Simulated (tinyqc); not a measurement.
Inside a calculation: Brillouin zone and empty-lattice bands of the hcp structure. Values are carried at full precision from step to step, so a last printed digit may differ when a step is redone from the rounded ones.

Primitive vectors a1 = a (1,0,0), a2 = a (-1/2, sqrt3/2, 0), a3 = (0,0,c); atoms at 0 and a1/3 + 2 a2/3 + a3/2. Reciprocal vectors obey a_i.b_j = 2 pi delta_ij; k is given in units of 2 pi/a. Empty-lattice levels are c0 (2 pi/a)^2 |k + G|^2, c0 = hbar^2/2m0. Points: M = (1/2, 1/(2 sqrt3), 0), K = (2/3, 0, 0), A = (0, 0, a/2c), L = M + A, H = K + A.

Constants: hbar^2/2m0 = 3.80998211 eV angstrom^2; a0 (Bohr radius) = 0.5291772105 angstrom.

Inputs chosen for the exercise (lattice near that of Zn; shifted at random, so the results belong to these values and not to a real crystal):
- a = 2.649 angstrom (lattice constant)
- ca = 1.868 (c/a)
- Z = 2 (free electrons per atom)
- V1 = 0.84 eV (atomic form factor on the shell that bounds the zone)

## Reciprocal lattice

Give b1, b2, b3, the cell volume, the zone volume (2 pi)^3/V and the energy unit c0 (2 pi/a)^2.

b1, b2, b3 as rows (2 pi/a):
```
[[1.0000, 0.5774, 0.0000],
 [0.0000, 1.1547, 0.0000],
 [0.0000, 0.0000, 0.5353]]
```

cell volume = 30.071 angstrom^3
zone volume = 8.2487 1/angstrom^3
energy unit = 21.4348 eV

## Shells of G and Bragg planes

List the first six shells of G with their number, the structure factor |sum over atoms of exp(i G.tau)|/(atoms per cell), and the distance |G|/2 of the Bragg plane from Gamma.

Shells:
```
|G|^2 ((2 pi/a)^2)  number  structure factor  |G|/2 (2 pi/a)
0.2866                   2            0.0000          0.2677
1.1463                   2            1.0000          0.5353
1.3333                   6            0.5000          0.5774
1.6199                  12            0.8660          0.6364
2.4797                  12            0.5000          0.7873
2.5792                   2            0.0000          0.8030
```

The structure factor vanishes at |G|^2 = 0.287 and 2.579: no first-order gap opens on those planes.

## The free-electron sphere

n = 2 Z/V, kF = (3 pi^2 n)^(1/3), EF = c0 kF^2, rs = (3/(4 pi n))^(1/3)/a0; compare kF with |k| of the points on the zone surface.

n = 0.13302 1/angstrom^3
kF = 0.6658 2 pi/a
EF = 9.502 eV
rs = 2.297

Points:
```
point  |k| (2 pi/a)  kF/|k|  lowest level (eV)  levels below EF
M            0.5774   1.153              7.145                2
K            0.6667   0.999              9.527                0
A            0.2677   2.487              1.536                2
L            0.6364   1.046              8.681                4
H            0.7184   0.927             11.062                0
```

The sphere passes beyond M, A and L but not K and H: electrons spill into higher bands while the corners of the first zone stay empty. Free electrons ignore the d bands of this metal.

## Empty-lattice levels at Gamma, A and L

Give the five lowest values of |k + G|^2 with their degeneracy (spin not counted).

Levels:
```
point  |k + G|^2  degeneracy  E (eV)
Gamma     0.0000           1   0.000
Gamma     0.2866           2   6.143
Gamma     1.1463           2  24.571
Gamma     1.3333           6  28.580
Gamma     1.6199          12  34.722
A         0.0716           2   1.536
A         0.6448           2  13.821
A         1.4050          12  30.115
A         1.7911           2  38.392
A         1.9781          12  42.401
L         0.4050           4   8.681
L         0.9781           4  20.966
L         1.0716           4  22.970
L         1.6448           4  35.256
L         2.1245           4  45.537
```

The lowest level is 2-fold at A and 4-fold at L: as many zones meet there, and these are the lowest sets at these points on which a weak potential acts. On the face A-H-L of hcp the levels stay paired: the structure factor of (0001) vanishes, and without spin-orbit coupling the screw axis with time reversal keeps the pairing to all orders.

## The gap at M

At M two waves k and k - G with G = 2k are degenerate at E0. With V = |V1| x structure factor of G the levels are E0 -/+ V, and the masses normal to the face are 1/(1 -/+ 2 E0/V).

structure factor = 0.5000
E0 = 7.145 eV

levels (eV): [6.725, 7.565]

masses normal to the face, lower and upper (m0): [-0.0303, 0.0286]

EF of the free sphere, 9.50 eV, lies above the gap: the upper band holds electrons here (EF = c0 (3 pi^2 n)^(2/3) for 4 electrons a cell; its shift by the potential is neglected).

## Checks

- a_i.b_j/(2 pi) against the unit matrix: they agree to 1e-10 or better.

Computed by tinyqc, a small Python program: `OMP_NUM_THREADS=1 python tinyqc.py 1850963 1850964 out.jsonl` (the numbers bound the seed that draws the inputs); one thread of a shared host (Intel(R) Xeon(R) Processor @ 2.30GHz), about 0.02 s for the whole set of steps.
